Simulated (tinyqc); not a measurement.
Inside a calculation. Method: empirical pseudopotential in a few plane waves. One step of it, computed by the program tinyqc.

Problem. Levels at k. Diagonalise the Hermitian matrix.

H(k) at k (eV):
```
,+0+0+0,-1-1-1,-1-1+1,-1+1-1,-1+1+1,+1-1-1,+1-1+1,+1+1-1,+1+1+1,-2+0+0,+0-2+0,+0+0-2,+0+0+2,+0+2+0,+2+0+0
+0+0+0,2.958412,2.376307,-2.376307,-2.376307,-2.376307,-2.376307,-2.376307,-2.376307,2.376307,0.000000,0.000000,0.000000,0.000000,0.000000,0.000000
-1-1-1,2.376307,19.544744,0.000000,0.000000,0.081634,0.000000,0.081634,0.081634,0.000000,-2.376307,-2.376307,-2.376307,-0.461793,-0.461793,-0.461793
-1-1+1,-2.376307,0.000000,26.210279,-0.081634,0.000000,-0.081634,0.000000,0.000000,0.081634,-2.376307,-2.376307,0.461793,2.376307,-0.461793,-0.461793
-1+1-1,-2.376307,0.000000,-0.081634,10.399010,0.000000,-0.081634,0.000000,0.000000,0.081634,-2.376307,0.461793,-2.376307,-0.461793,2.376307,-0.461793
-1+1+1,-2.376307,0.081634,0.000000,0.000000,17.064545,0.000000,-0.081634,-0.081634,0.000000,2.376307,-0.461793,-0.461793,-2.376307,-2.376307,0.461793
+1-1-1,-2.376307,0.000000,-0.081634,-0.081634,0.000000,12.104147,0.000000,0.000000,0.081634,0.461793,-2.376307,-2.376307,-0.461793,-0.461793,2.376307
+1-1+1,-2.376307,0.081634,0.000000,0.000000,-0.081634,0.000000,18.769682,-0.081634,0.000000,-0.461793,2.376307,-0.461793,-2.376307,0.461793,-2.376307
+1+1-1,-2.376307,0.081634,0.000000,0.000000,-0.081634,0.000000,-0.081634,2.958412,0.000000,-0.461793,-0.461793,2.376307,0.461793,-2.376307,-2.376307
+1+1+1,2.376307,0.000000,0.081634,0.081634,0.000000,0.081634,0.000000,0.000000,9.623947,-0.461793,-0.461793,-0.461793,-2.376307,-2.376307,-2.376307
-2+0+0,0.000000,-2.376307,-2.376307,-2.376307,2.376307,0.461793,-0.461793,-0.461793,-0.461793,25.900254,-0.081634,-0.081634,0.081634,0.081634,0.000000
+0-2+0,0.000000,-2.376307,-2.376307,0.461793,-0.461793,-2.376307,2.376307,-0.461793,-0.461793,-0.081634,27.605391,-0.081634,0.081634,0.000000,0.081634
+0+0-2,0.000000,-2.376307,0.461793,-2.376307,-0.461793,-2.376307,-0.461793,2.376307,-0.461793,-0.081634,-0.081634,11.794122,0.000000,0.081634,0.081634
+0+0+2,0.000000,-0.461793,2.376307,-0.461793,-2.376307,-0.461793,-2.376307,0.461793,-2.376307,0.081634,0.081634,0.000000,25.125192,-0.081634,-0.081634
+0+2+0,0.000000,-0.461793,-0.461793,2.376307,-2.376307,-0.461793,0.461793,-2.376307,-2.376307,0.081634,0.000000,0.081634,-0.081634,9.313923,-0.081634
+2+0+0,0.000000,-0.461793,-0.461793,-0.461793,0.461793,2.376307,-2.376307,-2.376307,-2.376307,0.000000,0.081634,0.081634,-0.081634,-0.081634,11.019059
```

Give: eigenvalues.

Solution.

eigenvalues (eV): -1.2247  1.4600  6.8515  7.1757  9.2139  12.7088  12.9491  15.9790  16.7890  18.3954  19.2234  24.1312  27.1831  28.2500  31.3059
